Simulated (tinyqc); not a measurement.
Inside a calculation. Method: Pariser-Parr-Pople SCF with singles CI, for the molecule C=Cc1cccc(Cl)c1 (SMILES; centres numbered as the heavy atoms are written). Computed by tinyqc, a small Python program that keeps every step. Settings: charge = 0, gamma = Ohno, start = huckel, damping = 0.5, iteration cap = 82, excitations kept = 4. Command: `OMP_NUM_THREADS=1 python tinyqc.py 31484 31485 out.jsonl` (the two numbers bound the seeds that draw the settings). One thread of a shared host (Intel(R) Xeon(R) Processor @ 2.60GHz), about 0.01 s of CPU time with the checks. Later iterations appear only in the table of the cycle.

## PPP integrals

Centres (angstrom, eV; a flat drawing with bonds scaled to 1.40 angstrom):
```
centre          x          y  core charge z          W   gamma_rr
1C       2.878000  -1.051000              1  11.160000  11.130000
2C       2.281000   0.216000              1  11.160000  11.130000
3C       0.886000   0.332000              1  11.160000  11.130000
4C       0.289000   1.598000              1  11.160000  11.130000
5C      -1.106000   1.714000              1  11.160000  11.130000
6C      -1.904000   0.564000              1  11.160000  11.130000
7C      -1.307000  -0.702000              1  11.160000  11.130000
8Cl     -2.105000  -1.852000              2  26.000000  13.000000
9C       0.088000  -0.818000              1  11.160000  11.130000
```

Resonance integrals (eV):
```
i  j       beta
1  2  -2.540000
2  3  -2.540000
3  4  -2.540000
4  5  -2.540000
5  6  -2.540000
6  7  -2.540000
7  8  -1.690000
7  9  -2.540000
9  3  -2.540000
```

Ohno: gamma = 14.399645/sqrt(R^2 + a^2), a = 2 x 14.399645/(gamma_rr + gamma_ss); H_rr = -W_r - sum_(s != r) z_s gamma_rs; H_rs = beta for bonds.

repulsion gamma_rs (eV), order 1C, 2C, 3C, 4C, 5C, 6C, 7C, 8Cl, 9C:
```
[[11.130000, 7.552098, 5.238975, 3.670089, 2.868972, 2.763568, 3.276892, 2.776548, 4.668858],
 [7.552098, 11.130000, 7.554401, 5.239934, 3.670608, 3.276952, 3.670525, 2.883502, 5.239789],
 [5.238975, 7.554401, 11.130000, 7.554730, 5.239934, 4.668972, 5.239789, 3.700694, 7.554586],
 [3.670089, 5.239934, 7.554730, 11.130000, 7.554401, 5.239789, 4.669146, 3.298458, 5.240118],
 [2.868972, 3.670608, 5.239934, 7.554401, 11.130000, 7.554586, 5.240118, 3.700887, 4.669283],
 [2.763568, 3.276952, 4.668972, 5.239789, 7.554586, 11.130000, 7.554730, 5.328850, 5.239934],
 [3.276892, 3.670525, 5.239789, 4.669146, 5.240118, 7.554730, 11.130000, 7.828022, 7.554401],
 [2.776548, 2.883502, 3.700694, 3.298458, 3.700887, 5.328850, 7.828022, 13.000000, 5.328504],
 [4.668858, 5.239789, 7.554586, 5.240118, 4.669283, 5.239934, 7.554401, 5.328504, 11.130000]]
```

core matrix H (eV), order 1C, 2C, 3C, 4C, 5C, 6C, 7C, 8Cl, 9C:
```
[[-46.752549, -2.540000, 0.000000, 0.000000, 0.000000, 0.000000, 0.000000, 0.000000, 0.000000],
 [-2.540000, -53.131312, -2.540000, 0.000000, 0.000000, 0.000000, 0.000000, 0.000000, 0.000000],
 [0.000000, -2.540000, -61.612777, -2.540000, 0.000000, 0.000000, 0.000000, 0.000000, -2.540000],
 [0.000000, 0.000000, -2.540000, -56.925124, -2.540000, 0.000000, 0.000000, 0.000000, 0.000000],
 [0.000000, 0.000000, 0.000000, -2.540000, -55.359677, -2.540000, 0.000000, 0.000000, 0.000000],
 [0.000000, 0.000000, 0.000000, 0.000000, -2.540000, -58.116230, -2.540000, 0.000000, 0.000000],
 [0.000000, 0.000000, 0.000000, 0.000000, 0.000000, -2.540000, -64.021647, -1.690000, -2.540000],
 [0.000000, 0.000000, 0.000000, 0.000000, 0.000000, 0.000000, -1.690000, -60.845465, 0.000000],
 [0.000000, 0.000000, -2.540000, 0.000000, 0.000000, 0.000000, -2.540000, 0.000000, -61.983977]]
```

## Starting guess

pi electrons, sum of z_r less the charge = 10

Orbitals of the Hueckel matrix of the beta values.

P at the start, order 1C, 2C, 3C, 4C, 5C, 6C, 7C, 8Cl, 9C:
```
[[1.000000, 0.912128, 0.000000, -0.239630, 0.000000, 0.189618, 0.000000, 0.053681, -0.267887],
 [0.912128, 1.000000, 0.404611, 0.000000, -0.050013, 0.000000, -0.042552, 0.000000, 0.000000],
 [0.000000, 0.404611, 1.000000, 0.594229, 0.000000, -0.282182, 0.000000, -0.081993, 0.629946],
 [-0.239630, 0.000000, 0.594229, 1.083087, 0.661094, -0.083087, -0.263318, 0.249753, -0.083087],
 [0.000000, -0.050013, 0.000000, 0.661094, 1.000000, 0.679959, 0.000000, -0.093206, -0.299035],
 [0.189618, 0.000000, -0.282182, -0.083087, 0.679959, 1.083087, 0.582226, -0.249753, 0.083087],
 [0.000000, -0.042552, 0.000000, -0.263318, 0.000000, 0.582226, 1.000000, 0.480593, 0.599079],
 [0.053681, 0.000000, -0.081993, 0.249753, -0.093206, -0.249753, 0.480593, 1.750738, -0.249753],
 [-0.267887, 0.000000, 0.629946, -0.083087, -0.299035, 0.083087, 0.599079, -0.249753, 1.083087]]
```

## Iteration 1: Fock matrix

F_rr = H_rr + P_rr gamma_rr / 2 + sum_(s != r) P_ss gamma_rs; F_rs = H_rs - P_rs gamma_rs / 2; E = tr P (H + F) / 2 + core repulsion sum_(r<s) z_r z_s gamma_rs.

F (eV), order 1C, 2C, 3C, 4C, 5C, 6C, 7C, 8Cl, 9C:
```
[[-5.364610, -5.984240, 0.000000, 0.439732, 0.000000, -0.262011, 0.000000, -0.074524, 0.625362],
 [-5.984240, -5.170742, -4.068298, 0.000000, 0.091788, 0.000000, 0.078094, 0.000000, 0.000000],
 [0.000000, -4.068298, -4.874118, -4.784620, 0.000000, 0.658750, 0.000000, 0.151716, -4.919490],
 [0.439732, 0.000000, -4.784620, -5.084052, -5.037086, 0.217680, 0.614735, -0.411901, 0.217694],
 [0.000000, 0.091788, 0.000000, -5.037086, -4.874167, -5.108403, 0.000000, 0.172473, 0.698139],
 [-0.262011, 0.000000, 0.658750, 0.217680, -5.108403, -5.590166, -4.739281, 0.665449, -0.217686],
 [0.000000, 0.078094, 0.000000, 0.614735, 0.000000, -4.739281, -5.902904, -3.571047, -4.802842],
 [-0.074524, 0.000000, 0.151716, -0.411901, 0.172473, 0.665449, -3.571047, -13.460652, 0.665406],
 [0.625362, 0.000000, -4.919490, 0.217694, 0.698139, -0.217686, -4.802842, 0.665406, -5.590053]]
```

pi energy = -146.380119 eV

## Iteration 1: orbitals and new P

Diagonalise F (the basis is taken as orthonormal) and form P = 2 sum c c over the lowest orbitals; 0.5 of the old P is kept.

orbital energies (eV): [-15.661876, -14.098837, -12.312892, -10.638589, -9.883298, -0.500533, 0.517023, 2.113046, 4.554492]

P after iteration 1, order 1C, 2C, 3C, 4C, 5C, 6C, 7C, 8Cl, 9C:
```
[[1.007427, 0.921076, 0.001369, -0.230074, -0.003610, 0.178464, -0.001263, 0.035409, -0.254206],
 [0.921076, 0.994128, 0.384192, 0.003861, -0.045456, -0.002308, -0.035099, 0.001486, 0.003799],
 [0.001369, 0.384192, 0.988520, 0.604293, 0.007867, -0.292347, 0.001937, -0.057341, 0.629955],
 [-0.230074, 0.003861, 0.604293, 1.058162, 0.666791, -0.057831, -0.287962, 0.196303, -0.059857],
 [-0.003610, -0.045456, 0.007867, 0.666791, 0.987750, 0.674110, 0.002214, -0.064424, -0.305502],
 [0.178464, -0.002308, -0.292347, -0.057831, 0.674110, 1.072771, 0.605117, -0.217122, 0.052817],
 [-0.001263, -0.035099, 0.001937, -0.287962, 0.002214, 0.605117, 0.994191, 0.397496, 0.618952],
 [0.035409, 0.001486, -0.057341, 0.196303, -0.064424, -0.217122, 0.397496, 1.825301, -0.217497],
 [-0.254206, 0.003799, 0.629955, -0.059857, -0.305502, 0.052817, 0.618952, -0.217497, 1.071752]]
```

## Iteration 2: Fock matrix

As before.

F (eV), order 1C, 2C, 3C, 4C, 5C, 6C, 7C, 8Cl, 9C:
```
[[-5.447840, -6.018030, -0.003585, 0.422197, 0.005179, -0.246599, 0.002069, -0.049157, 0.593425],
 [-6.018030, -5.309157, -3.991172, -0.010116, 0.083426, 0.003782, 0.064417, -0.002143, -0.009952],
 [-0.003585, -3.991172, -5.084261, -4.822636, -0.020612, 0.682479, -0.005075, 0.106100, -4.919525],
 [0.422197, -0.010116, -4.822636, -5.300187, -5.058603, 0.151512, 0.672269, -0.323749, 0.156830],
 [0.005179, 0.083426, -0.020612, -5.058603, -5.076398, -5.086311, -0.005801, 0.119214, 0.713237],
 [-0.246599, 0.003782, 0.682479, 0.151512, -5.086311, -5.628998, -4.825747, 0.578505, -0.138378],
 [0.002069, 0.064417, -0.005075, 0.672269, -0.005801, -4.825747, -5.753069, -3.245805, -4.877906],
 [-0.049157, -0.002143, 0.106100, -0.323749, 0.119214, 0.578505, -3.245805, -13.303194, 0.579466],
 [0.593425, -0.009952, -4.919525, 0.156830, 0.713237, -0.138378, -4.877906, 0.579466, -5.624405]]
```

pi energy = -146.723301 eV

## Iteration 2: orbitals and new P

As before.

orbital energies (eV): [-15.515421, -14.096596, -12.417256, -10.761017, -10.039816, -0.579800, 0.486306, 1.998349, 4.397742]

P after iteration 2, order 1C, 2C, 3C, 4C, 5C, 6C, 7C, 8Cl, 9C:
```
[[1.009077, 0.927420, 0.002148, -0.222650, -0.004631, 0.170513, -0.001997, 0.024346, -0.244361],
 [0.927420, 0.992696, 0.369369, 0.004935, -0.042447, -0.003014, -0.030386, 0.002406, 0.004749],
 [0.002148, 0.369369, 0.983880, 0.610912, 0.010272, -0.299078, 0.003449, -0.042356, 0.630437],
 [-0.222650, 0.004935, 0.610912, 1.044672, 0.670191, -0.043091, -0.302034, 0.161110, -0.045882],
 [-0.004631, -0.042447, 0.010272, 0.670191, 0.982402, 0.670281, 0.003888, -0.047062, -0.310017],
 [0.170513, -0.003014, -0.299078, -0.043091, 0.670281, 1.063993, 0.619991, -0.193079, 0.036444],
 [-0.001997, -0.030386, 0.003449, -0.302034, 0.003888, 0.619991, 0.988723, 0.341187, 0.631526],
 [0.024346, 0.002406, -0.042356, 0.161110, -0.047062, -0.193079, 0.341187, 1.871934, -0.193648],
 [-0.244361, 0.004749, 0.630437, -0.045882, -0.310017, 0.036444, 0.631526, -0.193648, 1.062623]]
```

## Iteration 3: Fock matrix

As before.

F (eV), order 1C, 2C, 3C, 4C, 5C, 6C, 7C, 8Cl, 9C:
```
[[-5.493946, -6.041983, -0.005626, 0.408573, 0.006643, -0.235613, 0.003271, -0.033799, 0.570443],
 [-6.041983, -5.392231, -3.935180, -0.012928, 0.077903, 0.004939, 0.055766, -0.003468, -0.012441],
 [-0.005626, -3.935180, -5.208209, -4.847639, -0.026913, 0.698193, -0.009035, 0.078373, -4.921346],
 [0.408573, -0.012928, -4.847639, -5.417697, -5.071446, 0.112893, 0.705120, -0.265707, 0.120214],
 [0.006643, 0.077903, -0.026913, -5.071446, -5.197903, -5.071846, -0.010186, 0.087086, 0.723778],
 [-0.235613, 0.004939, 0.698193, 0.112893, -5.071846, -5.651364, -4.881933, 0.514445, -0.095481],
 [0.003271, 0.055766, -0.009035, 0.705120, -0.010186, -4.881933, -5.668896, -3.025410, -4.925401],
 [-0.033799, -0.003468, 0.078373, -0.265707, 0.087086, 0.514445, -3.025410, -13.219301, 0.515928],
 [0.570443, -0.012441, -4.921346, 0.120214, 0.723778, -0.095481, -4.925401, 0.515928, -5.644531]]
```

pi energy = -146.945997 eV

## Iteration 3: orbitals and new P

As before.

orbital energies (eV): [-15.469766, -14.056776, -12.478914, -10.835149, -10.135018, -0.625299, 0.462708, 1.932712, 4.311426]

P after iteration 3, order 1C, 2C, 3C, 4C, 5C, 6C, 7C, 8Cl, 9C:
```
[[1.008413, 0.931902, 0.002604, -0.217027, -0.004623, 0.164843, -0.002372, 0.017540, -0.237228],
 [0.931902, 0.993078, 0.358616, 0.004850, -0.040407, -0.003024, -0.027412, 0.002995, 0.004522],
 [0.002604, 0.358616, 0.982495, 0.615322, 0.010393, -0.303563, 0.004443, -0.033023, 0.631036],
 [-0.217027, 0.004850, 0.615322, 1.037041, 0.672258, -0.034339, -0.310041, 0.137594, -0.037245],
 [-0.004623, -0.040407, 0.010393, 0.672258, 0.980568, 0.667714, 0.004948, -0.036339, -0.313216],
 [0.164843, -0.003024, -0.303563, -0.034339, 0.667714, 1.057022, 0.629736, -0.175432, 0.027575],
 [-0.002372, -0.027412, 0.004443, -0.310041, 0.004948, 0.629736, 0.984510, 0.302467, 0.639526],
 [0.017540, 0.002995, -0.033023, 0.137594, -0.036339, -0.175432, 0.302467, 1.901274, -0.176101],
 [-0.237228, 0.004522, 0.631036, -0.037245, -0.313216, 0.027575, 0.639526, -0.176101, 1.055600]]
```

## Convergence

Stop when output and input P, before any damping, agree to 1e-7.

Course of the cycle:
```
iteration         E (eV)  largest |P(out) - P(in)|
1          -146.38011885                  1.66e-01
2          -146.72330121                  1.13e-01
3          -146.94599680                  7.74e-02
4          -147.08206302                  5.38e-02
5          -147.16223268                  3.77e-02
6          -147.20834135                  2.65e-02
7          -147.23441181                  1.87e-02
8          -147.24896884                  1.33e-02
9          -147.25702075                  9.44e-03
10         -147.26144256                  6.73e-03
11         -147.26385759                  4.80e-03
...                  ...                       ...
45         -147.26672524                  8.11e-07
46         -147.26672524                  6.50e-07
47         -147.26672524                  5.20e-07
48         -147.26672524                  4.17e-07
49         -147.26672524                  3.34e-07
50         -147.26672524                  2.67e-07
51         -147.26672524                  2.14e-07
52         -147.26672524                  1.71e-07
53         -147.26672524                  1.37e-07
54         -147.26672524                  1.10e-07
55         -147.26672524                  8.81e-08
```

Converged in 55 iterations.

## Converged orbitals

Charges are z - P_rr.

orbital energies (eV): [-15.449399, -13.903598, -12.571959, -10.969808, -10.303686, -0.685727, 0.407163, 1.820530, 4.182683]

coefficients, order 1C, 2C, 3C, 4C, 5C, 6C, 7C, 8Cl, 9C:
```
[[0.110158, -0.216279, 0.396007, -0.176105, 0.503947, 0.546210, -0.012757, -0.424107, 0.144628],
 [0.217939, -0.322651, 0.464559, -0.130413, 0.338739, -0.377573, 0.023699, 0.530241, -0.276683],
 [0.402261, -0.365298, 0.216340, 0.094086, -0.379406, -0.393054, -0.012854, -0.336952, 0.486772],
 [0.318481, -0.294350, -0.170490, -0.372468, -0.392207, 0.297678, -0.493093, 0.024950, -0.397400],
 [0.300379, -0.131877, -0.447372, -0.424702, 0.078765, 0.158558, 0.516467, 0.304742, 0.347731],
 [0.335718, 0.065457, -0.444240, -0.010415, 0.449694, -0.408113, -0.025471, -0.458250, -0.325773],
 [0.434765, 0.245098, -0.125421, 0.404439, 0.248415, 0.162807, -0.492729, 0.342359, 0.351281],
 [0.372020, 0.736178, 0.366485, -0.364182, -0.175084, -0.039789, 0.109867, -0.068654, -0.060672],
 [0.383106, -0.072989, 0.062942, 0.572464, -0.180902, 0.310167, 0.483457, -0.005861, -0.391831]]
```

pi charges: [-0.001416, 0.001664, 0.010279, -0.019395, 0.011327, -0.033347, 0.019791, 0.044097, -0.033000]

## Singles CI, singlets

Over the 4 single excitations with the smallest orbital gaps: A = (e_a - e_i) delta + 2 (ia|jb) - (ij|ab), with (pq|rs) = sum c_mp c_mq gamma_mn c_nr c_ns. f = 2/3 w |mu|^2 in atomic units, mu = sqrt2 sum c_ia sum_m c_mi c_ma R_m.

singlet CI matrix (eV), order 5>6, 4>6, 5>7, 4>7:
```
[[5.232184, 0.218729, -0.159535, 0.559715],
 [0.218729, 5.804222, -0.691069, 0.017980],
 [-0.159535, -0.691069, 6.167554, -0.100778],
 [0.559715, 0.017980, -0.100778, 6.470126]]
```

singlet excitation energies (eV): [4.965881, 5.295698, 6.528498, 6.884009]

oscillator strengths: [0.438920, 0.017715, 0.959384, 0.880459]

## Singles CI, triplets

Over the 4 single excitations with the smallest orbital gaps: A = (e_a - e_i) delta - (ij|ab), with (pq|rs) = sum c_mp c_mq gamma_mn c_nr c_ns.

triplet CI matrix (eV), order 5>6, 4>6, 5>7, 4>7:
```
[[3.592383, 0.350425, 0.048729, 0.163615],
 [0.350425, 4.885463, 0.163615, -0.151394],
 [0.048729, 0.163615, 5.117996, -0.341350],
 [0.163615, -0.151394, -0.341350, 4.701254]]
```

triplet excitation energies (eV): [3.469882, 4.538643, 4.881387, 5.407183]
